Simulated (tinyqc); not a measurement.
# Single-junction solar cell, detailed-balance limit: effects of single changes

Every photon above the gap Eg makes one pair and none below is absorbed; carriers thermalise at T and move without loss. Jsc = q fs X Phi(Eg, Ts); the dark current is J0 = q ge Phi(Eg, T)/ERE with the Boltzmann factor exp(V/Vt). The efficiency is the electrical power over fs X sigma Ts^4.

Values chosen for this exercise: cell temperature T = 300 K; temperature of the black-body sun Ts = 7000 K; share of the hemisphere filled by the sun fs = 2.16e-5; concentration X = 1000; external radiative efficiency ERE = 0.1; number of faces that emit ge = 2; band gap Eg = 2.17 eV.

Constants: q = 1.602176634e-19 C, kB = 1.380649e-23 J/K, h = 6.62607015e-34 J s, c = 299792458 m/s, Vt = kB T/q. Results are converted to the units shown.

Each table varies one quantity; the others keep the values above.

## Effect of the concentration

Photon flux above E from a black body at temperature T into a hemisphere: Phi(E, T) = A sum_k exp(-k E/th)[E^2 th/k + 2 E th^2/k^2 + 2 th^3/k^3], k = 1, 2, ..., with th = kB T/q in eV and A = 2 pi q^3/(h^3 c^2). J(V) = Jsc - J0 (exp(V/Vt) - 1); Voc = Vt ln(1 + Jsc/J0); at maximum power v = Vmp/Vt solves (1 + v) exp(v) = 1 + Jsc/J0. Pin = fs X sigma Ts^4, sigma = 2 pi^5 kB^4/(15 h^3 c^2). FF = Vmp Jmp/(Voc Jsc).

Results:
```
X     Jsc (mA/cm^2)  Voc (V)  Eg/q - Voc (V)       FF  efficiency (%)
1            46.013   1.8168         0.35320  0.92614          26.327
3            138.04   1.8452         0.32480  0.92705          26.765
10           460.13   1.8763         0.29367  0.92802          27.245
30           1380.4   1.9047         0.26527  0.92888          27.683
100          4601.3   1.9359         0.23415  0.92979          28.163
300           13804   1.9643         0.20575  0.93061          28.601
3000       1.3804e5   2.0238         0.14622  0.93225          29.520
```

Estimate the missing row, X = 1000.

Computed row:
```
X     Jsc (mA/cm^2)  Voc (V)  Eg/q - Voc (V)       FF  efficiency (%)
1000          46013   1.9954         0.17462  0.93148          29.082
```

With this row back in the table: As X goes from 1 to 3000, Jsc rises from 46.0 to 1.38e5 mA/cm^2, Voc rises from 1.82 to 2.02 V and the efficiency rises from 26.3 to 29.5 %. Voc gains 59.5 mV a decade of concentration (Vt ln 10), while Jsc/Pin stays the same. At X = 3000 Voc lies within 6 Vt of the gap, where the Boltzmann form of the emission begins to fail. For X = 1000 to 3000 the current passes 20 A/cm^2, where series resistance and heating, left out here, would dominate.

## Effect of the temperature of the black-body sun

Same model as above.

FF = Vmp Jmp/(Voc Jsc).

Effect of the temperature of the black-body sun:
```
Ts (K)  Jsc (mA/cm^2)  Voc (V)  Eg/q - Voc (V)       FF  efficiency (%)
3000           119.33   1.8414         0.32857  0.92693          2.0530
3700           760.59   1.8893         0.28068  0.92841          5.8120
4400           2820.1   1.9232         0.24680  0.92942          10.981
5100           7571.4   1.9487         0.22127  0.93016          16.563
5800            16500   1.9689         0.20113  0.93074          21.815
6500            31166   1.9853         0.18469  0.93120          26.353
7200            53117   1.9991         0.17091  0.93158          30.053
7900            83858   2.0109         0.15911  0.93190          32.941
```

Read the table: what changes, and by how much?

As Ts goes from 3000 to 7900 K, Jsc rises from 119 to 83900 mA/cm^2, Voc rises from 1.84 to 2.01 V and the efficiency rises from 2.05 to 32.9 %. For Ts = 6500 to 7900 K the current passes 20 A/cm^2, where series resistance and heating, left out here, would dominate.

Numbers from tinyqc (`OMP_NUM_THREADS=1 python tinyqc.py 2820127 2820128 out.jsonl`; about 0.01 s on one thread of a shared Intel Xeon 2.30GHz).
